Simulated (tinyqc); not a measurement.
Inside a calculation. Method: Hubbard ring of 5 sites. Computed by tinyqc, a small Python program that keeps every step. Settings: hopping = 1.8, U = 11.7, mixing = 1, iteration cap = 78. Command: `OMP_NUM_THREADS=1 python tinyqc.py 21585 21586 out.jsonl` (the two numbers bound the seeds that draw the settings). One thread of a shared host (Intel(R) Xeon(R) Processor @ 2.60GHz), about 0.2 s of CPU time with the checks. Later iterations appear only in the table of the cycle.

## Mean-field iteration 1

one-body matrix (hopping and site energies) (eV), lower triangle:
```
         1        2        3        4       5
1   0.0000
2  -1.8000   0.0000
3   0.0000  -1.8000   0.0000
4   0.0000   0.0000  -1.8000   0.0000
5  -1.8000   0.0000   0.0000  -1.8000  0.0000
```

U = 11.7000 eV

electrons, up and down: 3  3

mixing = 1

n(up) at the start (a guess, not normalised): 1 1.0000, 2 0.1500, 3 1.0000, 4 0.1500, 5 1.0000

n(down) at the start (a guess): 1 0.1500, 2 1.0000, 3 0.1500, 4 1.0000, 5 0.1500

H(up) = T + U n(down), H(down) = T + U n(up); fill the lowest levels; n(new) = n + mixing (n(out) - n); E = tr T (rho up + rho down) + U sum n_up n_down of the output.

levels, up (eV): -0.4012  1.2542  3.1749  12.0801  12.5570

levels, down (eV): 0.8041  1.4853  10.1571  12.3938  13.7697

energy = 7.5778 eV

n(up) after iteration 1: 1 0.9692, 2 0.0566, 3 0.9484, 4 0.0566, 5 0.9692

n(down) after iteration 1: 1 0.4936, 2 0.9557, 3 0.1015, 4 0.9557, 5 0.4936

## Mean-field iteration 2

As before.

levels, up (eV): 0.5212  3.6558  6.8303  11.9258  12.1668

levels, down (eV): -0.2404  0.4081  9.7709  11.7675  13.3939

energy = 7.3703 eV

n(up) after iteration 2: 1 0.9050, 2 0.1194, 3 0.9512, 4 0.1194, 5 0.9050

n(down) after iteration 2: 1 0.4894, 2 0.9590, 3 0.1031, 4 0.9590, 5 0.4894

## Convergence

Each step fills the lowest levels of T + U n(other spin) and sets n(new) = n + mixing (n(out) - n); stop when output and input agree to 1e-8.

Course of the cycle:
```
iteration    E (eV)  largest |n(out) - n(in)|  mean |n_up - n_down|
1          7.577846                  3.44e-01                0.7192
2          7.370307                  6.42e-02                0.6717
3          7.358095                  1.21e-02                0.6697
4          7.357066                  5.62e-03                0.6658
5          7.356987                  7.96e-04                0.6656
6          7.356981                  4.49e-04                0.6652
7          7.356980                  5.90e-05                0.6652
8          7.356980                  3.59e-05                0.6652
9          7.356980                  4.48e-06                0.6652
10         7.356980                  2.94e-06                0.6652
11         7.356980                  3.47e-07                0.6652
12         7.356980                  2.41e-07                0.6652
13         7.356980                  2.73e-08                0.6652
14         7.356980                  1.97e-08                0.6652
15         7.356980                  2.17e-09                0.6652
```

local moments n_up - n_down: 1 0.4006, 2 -0.8315, 3 0.8618, 4 -0.8315, 5 0.4006

Converged in 15 iterations. Before convergence this energy mixes input and output and is not variational, so it may rise towards its limit.

## Exact diagonalisation (100 states)

Lowest levels of the sector, and the double occupancy of the lowest state.

lowest levels (eV): 5.1588  7.2285  7.2285  7.2501  7.2501  7.9243

double occupancy per site = 0.2393

The mean-field solution above lies 2.1982 eV above the exact energy.

## The lowest level by Lanczos steps

From a random start vector (not printed): a_j = <q_j|H|q_j>, b_j = norm of the remainder after orthogonalising; the Ritz value is the lowest eigenvalue of the tridiagonal matrix of a and b so far.

Lanczos:
```
j   a_j (eV)  b_j (eV)  lowest Ritz value (eV)
1    17.9349    9.5444               17.934932
2    21.2406   10.2315                9.901277
3    23.5480    6.9985                6.804239
4    18.0758    7.8030                5.937014
5    22.2715    9.2311                5.532127
6    24.8891    8.6008                5.322777
7    20.7209    6.5230                5.211606
8    21.9774    7.5244                5.176297
9    24.9641    9.4719                5.166233
10   23.0102    6.6057                5.161380
```
